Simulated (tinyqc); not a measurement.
# MOSFET with velocity saturation and source resistance, step by step

tinyqc, about 0.01 s, one thread, Intel Xeon 2.30GHz (shared host): `OMP_NUM_THREADS=1 python tinyqc.py 2500124 2500125 out.jsonl` Printed values are rounded.

Strong inversion, charge Q = Cox (Vg - m V) at channel potential V with Vg the gate overdrive, and drift velocity v = mu E/(1 + mu E/vsat). Integrating along the channel gives I = mu Cox (1/L)(Vg Vd - m Vd^2/2)/(1 + Vd/Vc) per width, Vc = vsat L/mu, which peaks at Vdsat. Units: I in uA/um, Rs in ohm um, so the drop over Rs is 1e-6 I Rs volts.

Parameters, values chosen for the exercise:
```
symbol  value        unit                       meaning
Cox      1.86     uF/cm^2              gate capacitance
mu0       250  cm^2/(V s)  mobility at low gate voltage
th        0.6         1/V          mobility degradation
vsat    6.8e6        cm/s           saturation velocity
m        1.44                               body factor
VT       0.69           V                     threshold
L           1          um                channel length
Rs        300      ohm um             source resistance
Vgs       2.5           V                  gate voltage
```

## Saturation without source resistance

Vg = Vgs - VT (0 if negative), mu = mu0/(1 + th Vg), Vc = vsat L/mu, x = sqrt(1 + 2 Vg/(m Vc)), Vdsat = 2 Vg/(m (1 + x)), Isat = Cox vsat Vg (x - 1)/(x + 1) per width. Long-channel limit: mu Cox Vg^2/(2 m L); short-channel limit: Cox vsat Vg.

Vg = 1.81 V
mu = 119.8466 cm^2/(V s)
Vc = 5.673920 V
Vdsat = 1.142015 V
Isat = 209.3220 uA/um
long-channel limit = 253.5732 uA/um
short-channel limit = 2289.288 uA/um

Isat is 0.825 of the long-channel and 0.0914 of the short-channel limit.

## Iteration 1: saturation current with source resistance

I at the start = 0 uA/um

Vg = Vgs - I Rs - VT (0 if negative), mu = mu0/(1 + th Vg), Vc = vsat L/mu, x = sqrt(1 + 2 Vg/(m Vc)), Vdsat = 2 Vg/(m (1 + x)), Isat = Cox vsat Vg (x - 1)/(x + 1) per width. I(new) = Isat.

Vg = 1.81 V
mu = 119.8466 cm^2/(V s)
Vc = 5.673920 V
Vdsat = 1.142015 V
Isat = 209.3220 uA/um
I after iteration 1 = 209.3220 uA/um

## Iteration 2: saturation current with source resistance

As before.

Vg = 1.747203 V
mu = 122.0511 cm^2/(V s)
Vc = 5.571436 V
Vdsat = 1.103962 V
Isat = 199.2029 uA/um
I after iteration 2 = 199.2029 uA/um

## Course of the iteration: saturation current with source resistance

Stop when I changes by less than 1e-6 uA/um, or after 80 iterations.

Course of the iteration:
```
iteration  I (uA/um)  |change| (uA/um)
1           209.3220               209
2           199.2029              10.1
3           199.6902             0.487
4           199.6667            0.0235
5           199.6678           1.13e-3
6           199.6678           5.44e-5
7           199.6678           2.62e-6
8           199.6678           1.26e-7
```

Converged in 8 iterations. At the end each change is about 0.048 times the one before, with alternating sign: linear convergence. The resistance lowers Isat by 4.61 %.
